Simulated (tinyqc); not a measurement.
Worked calculation: Koster-Slater impurity in a tight-binding band, by Green functions and by supercells. Computed by tinyqc, a small Python program that keeps every step. Command: `OMP_NUM_THREADS=1 python tinyqc.py 3016428 3016429 out.jsonl kosterslater walk`. One thread of a shared host (Intel(R) Xeon(R) Processor @ 2.30GHz), about 0.04 s of CPU time with the checks. Intermediate numbers are printed to about 7 digits and carried at full precision; extremes and crossings named in words are read from the listed rows.

One orbital per site, e(k) = -2 t sum cos(k_i) over 2 direction(s), band from -4 t to 4 t, lattice constant 1. One site has the extra energy U. Spin is left out.

Inputs (values chosen for the exercise, for a model band):
```
quantity                   value      unit
hopping t                    1.6        eV
impurity potential U       -10.8        eV
supercell edge N               3     sites
energy inside the band E    4.56        eV
broadening eta              0.13        eV
impurity concentration c  0.0005  per site
```

Lattice: square.

Constants: hbar = 6.582119569e-16 eV s.

## The host Green function outside the band

Outside the band G0(E) = (2/(pi E)) K(m), m = 16 t^2/E^2, K the complete elliptic integral with parameter m. A bound state solves 1/U = G0(E). Energies: 0.05, 0.2, 0.5, 1, 2, 4 and 8 t beyond the band edge on the side of U, rounded to four digits.

Scan on the side of U:
```
E (eV)   G0 (1/eV)  1/U - G0 (1/eV)
-6.48   -0.3196816        0.2270890
-6.72   -0.2474896        0.1548970
-7.20   -0.1976469        0.1050543
-8.00   -0.1587812        0.0661886
-9.60   -0.1200073        0.0274147
-12.80  -0.0838423       -0.0087502
-19.20  -0.0536281       -0.0389644
```

G0 diverges at the band edge, so any U binds a state, exponentially weakly when U is small.

## The bound state

Bisection in ln(distance from the edge) between 1e-5 t and |U| + t. Weight on the impurity site: -1/(U^2 dG0/dE), by a central difference with step min(1e-4 t, distance/30). Decay length along an axis: 1/arccosh(1 + distance/(2 t)).

level E_b = -11.76707 eV

distance from the band edge = 5.367071 eV

weight on the impurity site = 0.9073109

decay length = 0.6093617 sites

The state is compact: most of it sits on the impurity.

## Green function inside the band

Inside the band G0(z), z = E + i eta, comes from the chain form 1/(sqrt(y - 2t) sqrt(y + 2t)) (principal roots) at y = z + 2 t cos k, averaged over k in (0, pi) with 200 Gauss-Legendre points.

G0(E + i eta) = 0.1825657-0.1812722i 1/eV

## Scattering

T = U/(1 - U G0); phase shift delta = -arg(1 - U G0) in (-pi, pi]; host density of states -Im G0/pi; on the impurity -Im[G0/(1 - U G0)]/pi; lifetime of a band state hbar/(-2 c Im T).

T matrix = -2.534346-1.669608i eV

phase shift delta = 0.5825315 rad

host density of states = 0.05770075 1/eV

density of states on the impurity = 0.004556352 1/eV

scattering lifetime = 394.2313 fs

The Born approximation would take Im T = U^2 Im G0 = -21.1 eV, 12.7 times the full value.

## The supercell Hamiltonian at Gamma

H_ij = -t for each bond from i to j, images included (two bonds add when N = 2); H_11 = U; sites are numbered with the last coordinate running fastest. Diagonalise.

H (eV), lower triangle (symmetric):
```
       1     2     3     4     5     6     7     8
1  -10.8
2   -1.6   0.0
3   -1.6  -1.6   0.0
4   -1.6   0.0   0.0   0.0
5    0.0  -1.6   0.0  -1.6   0.0
6    0.0   0.0  -1.6  -1.6  -1.6   0.0
7   -1.6   0.0   0.0  -1.6   0.0   0.0   0.0
8    0.0  -1.6   0.0   0.0  -1.6   0.0  -1.6   0.0
9    0.0   0.0  -1.6   0.0   0.0  -1.6  -1.6  -1.6

     9
9  0.0
```

levels (eV): -11.91970  -5.12257  -1.60000  -1.60000  -1.60000  1.44227  3.20000  3.20000  3.20000

## The level in the supercell

In a periodic cell of N sites along each direction with Bloch vector K, the level solves 1/U = N^-d sum_k 1/(E - e(k)), k_i = (2 pi m_i + K_i)/N, m_i = 0..N-1; the outermost root on the side of U is taken (bisection). d is the number of directions. Gamma means K_i = 0, the zone corner K_i = pi, the quarter point K_i = pi/2. The error is measured against the isolated level E_b.

level at Gamma = -11.91970 eV

level at the corner = -11.61747 eV

level at the quarter point = -11.76631 eV

error at Gamma = -0.1526247 eV

width between Gamma and the corner = 0.3022220 eV

Images turn the level into a band 0.302 eV wide; the quarter point misses the isolated level by 7.6e-4 eV, far less than Gamma, because the leading hopping between images averages out there.

## Convergence with cell size

Even N; errors against the isolated level E_b, set to 0 below 1e-6 t.

Error of the level (eV):
```
N   sites          Gamma        corner  quarter point
2       4  -8.884609e-01  9.670709e-01   2.502560e-02
4      16  -2.575205e-02  2.502560e-02   2.441036e-05
6      36  -7.674620e-04  7.602971e-04              0
8      64  -2.446221e-05  2.441036e-05              0
12    144              0             0              0
16    256              0             0              0
```

The error at Gamma falls exponentially, between the last two resolved rows by exp(-1.723) per site against 1/(decay length) = 1.641; the rest is the power-law prefactor of the Green function. Gamma and the corner err in opposite directions. Among the sizes listed an error below 1 meV is first reached at N = 6 at Gamma; at the quarter point N = 4 is enough.

## Phase shift across the band

delta/pi = -arg(1 - U G0)/pi counts the states added below E (Friedel); host DOS = -Im G0/pi, DOS on the impurity = -Im[G0/(1 - U G0)]/pi; 13 evenly spaced energies from -(band edge + |U| + 2t) to +(band edge + |U| + 2t).

Across the spectrum:
```
E (eV)  Re G0 (1/eV)  host DOS (1/eV)  DOS on the impurity (1/eV)   delta/pi
-20.4     -0.0502952        0.0001075                  0.00051520  0.0025419
-17.0     -0.0610880        0.0001607                  0.00138807  0.0051016
-13.6     -0.0781915        0.0002707                  0.01115104  0.0187743
-10.2     -0.1106347        0.0005854                  0.01525978  0.9676649
-6.8      -0.2329462        0.0053955                  0.00231445  0.9617432
-3.4      -0.1660440        0.0661572                  0.01167249  0.6081316
0.0        0.0000000        0.1672550                  0.00503724  0.4444785
3.4        0.1660440        0.0661572                  0.00515207  0.2154732
6.8        0.2329462        0.0053955                  0.00043531  0.0165591
10.2       0.1106347        0.0005854                  0.00012151  0.0028805
13.6       0.0781915        0.0002707                  0.00007956  0.0015849
17.0       0.0610880        0.0001607                  0.00005835  0.0010459
20.4       0.0502952        0.0001075                  0.00004515  0.0007525
```

delta/pi starts and ends near zero (+0.003 and +0.001): the impurity moves states but creates none. delta/pi rises at the bound state below the band (-11.767 eV), reaches 0.97 among these rows (1 in the limit of small eta, just above the level) and is paid back by the top of the band.

Checks made by the program: G0 at the level by a direct sum over directions (relative difference below 1e-10); diagonalisation against the k sum (relative difference below 1e-10).
